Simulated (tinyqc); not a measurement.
# Worked calculation: MOSFET in saturation, small-signal circuit and noise

Computed by the program tinyqc: `OMP_NUM_THREADS=1 python tinyqc.py 2150141 2150142 out.jsonl`, one thread of a shared Intel Xeon 2.30GHz, about 0.01 s for the whole run. Printed values are rounded.

Bias by the inversion coefficient IC = I/Ispec (charge-based model with velocity saturation; weak inversion below 0.1, strong above 10). Common-source circuit: gm, gds, Cgs, Cgd and Cj at the inner nodes, Rg in series with the gate; quasi-static, no source or drain resistance, no gate-body capacitance, no substrate network, no induced gate noise, so fmax is an upper estimate.

Values chosen for this exercise:
```
symbol   value         unit                                   meaning
T          300            K                               temperature
L           28           nm                               gate length
W           80           um                          total gate width
Cox       1.32      uF/cm^2                          gate capacitance
mu         290   cm^2/(V s)                                  mobility
n          1.3                                           slope factor
Ls          15           nm                velocity-saturation length
sg        0.15                                           ratio gds/gm
Cov       0.32        fF/um   overlap and fringe capacitance per side
Cj        0.67        fF/um                drain junction capacitance
Rsh         10          ohm              sheet resistance of the gate
Wf           4           um                              finger width
Rc         200       ohm um      gate contact and vertical resistance
IC         1.5                                  inversion coefficient
gw        0.08               short-channel excess of the noise factor
Nt      1.5e17  cm^-3 eV^-1                        oxide trap density
lt         0.1           nm          tunnelling length into the oxide
ac        3000        V s/C            Coulomb scattering coefficient
f           10          GHz                          signal frequency
```

Constants: q = 1.602176634e-19 C, kB = 1.380649e-23 J/K, Vt = kB T/q. Results are converted to the units shown.

## Current, transconductance and gain

Ispec = 2 n mu Cox (W/L) Vt^2, lc = Ls/L, gms = [sqrt((lc IC + 1)^2 + 4 IC) - 1]/[2 + lc (lc IC + 1)], gm = gms Ispec/(n Vt), gds = sg gm.

Ispec = 1900.490 uA
I = 2850.735 uA
gms = 0.6883736
gm = 38.92712 mS
gds = 5.839067 mS
gm/I = 13.65512 1/V

gm/I is 45.9 % of its weak-inversion limit 1/(n Vt); without velocity saturation (lc = 0) gms would be 0.823.

## Capacitances, gate resistance and cut-off frequencies

qs = [sqrt(1 + 4 IC) - 1]/2, Cgs = Cox W L qs (2 qs + 3)/(3 (qs + 1)^2) + Cov W, Cgd = Cov W, Cd = Cj W, Rg = Rsh (Wf/L)/(12 Nf) + Rc/W with Nf = W/Wf fingers (not rounded) contacted at both ends. fT = gm/(2 pi (Cgs + Cgd)), fmax = fT/(2 sqrt(Rg (gds + 2 pi fT Cgd))).

Cgs = 36.93905 fF
Cgd = 25.6 fF
Cd = 53.6 fF
Rg = 8.452381 ohm
fT = 99.06519 GHz
fmax = 115.4611 GHz

Overlap and fringe make up 81.9 % of the gate capacitance; fmax is 1.17 times fT.

## Admittance matrix

Inner admittances at w = 2 pi f: y11 = i w (Cgs + Cgd), y12 = -i w Cgd, y21 = gm - i w Cgd, y22 = gds + i w (Cgd + Cd). Invert to Z, add Rg to Z11 and invert back to Y.

inner y (mS):

|  | 1 | 2 |
|---|---|---|
| 1 | 0.00000+3.92944i | 0.00000-1.60850i |
| 2 | 38.92712-1.60850i | 5.83907+4.97628i |

Y with Rg (mS):

|  | 1 | 2 |
|---|---|---|
| 1 | 0.13037+3.92511i | -0.05336-1.60672i |
| 2 | 38.83086-2.89819i | 5.87847+5.50421i |

## Current gain and unilateral power gain

|h21| = |Y21/Y11|; U = |Y21 - Y12|^2/(4 [Re Y11 Re Y22 - Re Y12 Re Y21]). Extrapolated at 20 dB a decade: f |h21| and f sqrt(U).

|h21| = 9.914972
U = 133.3127
f |h21| = 99.14972 GHz
f sqrt(U) = 115.4611 GHz

f |h21| is 0.085 % above the formula for fT, and f sqrt(U) within 0.01 % of that for fmax.

## Noise at the gate

Channel noise Sid = 4 kB T gam n gm with gam = (1/2 + (2/3) qs)/(1 + qs) + gw lc IC, qs = [sqrt(1 + 4 IC) - 1]/2, lc = Ls/L (the last term an empirical rise with velocity saturation); at the gate, white noise Sw = Sid/gm^2 + 4 kB T Rg. Number fluctuation with correlated mobility: S(f) = K/f, K = q^2 Vt lt Nt/(W L Cox^2) (1 + ac mu Cox I/gm)^2, Vt in eV with Nt per eV. Corner fc = K/Sw. Full shot noise would be 2 q I.

gam = 0.6395218
Sid = 5.361859e-22 A^2/Hz
Sid/(2 q I) = 0.5869732
sqrt(Sw) = 0.7027664 nV/Hz^0.5
K = 2.997432e-11 V^2
fc = 60.69143 MHz

The gate resistance gives 28 % of the white noise power.
